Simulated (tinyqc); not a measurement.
Isotherms: adsorption as a lattice gas: isotherms with interactions, competition, desorption peaks and saturation dose. Computed by tinyqc, a small Python program. Command: `OMP_NUM_THREADS=1 python tinyqc.py 3017497 3017498 out.jsonl adsorb walk`. One thread of a shared host (Intel(R) Xeon(R) Processor @ 2.30GHz), about 0.2 s of CPU time with the checks.

One adsorbate per site; a molecule needs 2 empty sites. Gas and surface have the same temperature.

Inputs (values chosen for the exercise, for a model surface):

| quantity | value | unit |
|---|---|---|
| desorption energy E | 1.95 | eV |
| prefactor nu | 4.2e+14 | 1/s |
| pair energy w (positive repels) | -0.051 | eV |
| neighbours z | 4 | - |
| site density N_s | 4.4 | 1/nm^2 |
| molecular mass M | 34.9 | u |
| sticking coefficient s0 | 0.015 | - |
| temperature T | 641 | K |
| pressure p | 0.0001 | Pa |
| blocking by a second gas, K_B p_B | 20 | - |

Adsorption: dissociative (second order).

Constants: u = 1.6605390666e-27 kg; k_B = 1.380649e-23 J/K; k_B = 8.617333262e-05 eV/K.

Method. Flux F = p/sqrt(2 pi M k_B T); k_d = nu exp(-E/(k_B T)); 2 s0 F (1 - theta)^2 = N_s k_d theta^2, so y = sqrt(2 s0 F/(N_s k_d)), theta = y/(1 + y). With a second gas on the same sites theta = y/(1 + y + K_B p_B). With u = w/(k_B T). Mean field: theta/(1 - theta) = y exp(-z u theta). Quasi-chemical: theta/(1 - theta) = y [(r - 1 + 2 theta)(1 - theta)/((r + 1 - 2 theta) theta)]^(-z/2) exp(-z u/2), r = sqrt(1 - 4 theta (1 - theta)(1 - exp(-u))).

u = -0.923292

Coverage; the first column is ln y - z u/2:

| ln y - z u/2 | no interaction | mean field | quasi-chemical |
|---|---|---|---|
| -5.0 | 0.00106 | 0.00107 | 0.00107 |
| -3.0 | 0.00779 | 0.00803 | 0.00818 |
| -2.0 | 0.02091 | 0.02269 | 0.02393 |
| -1.0 | 0.05486 | 0.06988 | 0.08158 |
| -0.5 | 0.08734 | 0.13696 | 0.17913 |
| 0.0 | 0.13627 | 0.50000 | 0.50000 |
| 0.5 | 0.20643 | 0.86304 | 0.82087 |
| 1.0 | 0.30015 | 0.93012 | 0.91842 |
| 2.0 | 0.53828 | 0.97731 | 0.97607 |
| 3.0 | 0.76013 | 0.99197 | 0.99182 |
| 5.0 | 0.95904 | 0.99893 | 0.99893 |

What follows from these numbers?

At half coverage the slope d theta/d ln y is 1/4 without interaction, 1/(4 + z u) = 3.259 in mean field and 0.960 in the pair theory, 1/[4 + 2 z (exp(u/2) - 1)]. Attraction steepens the filling towards a step; the two theories differ by at most 0.042 in these rows.
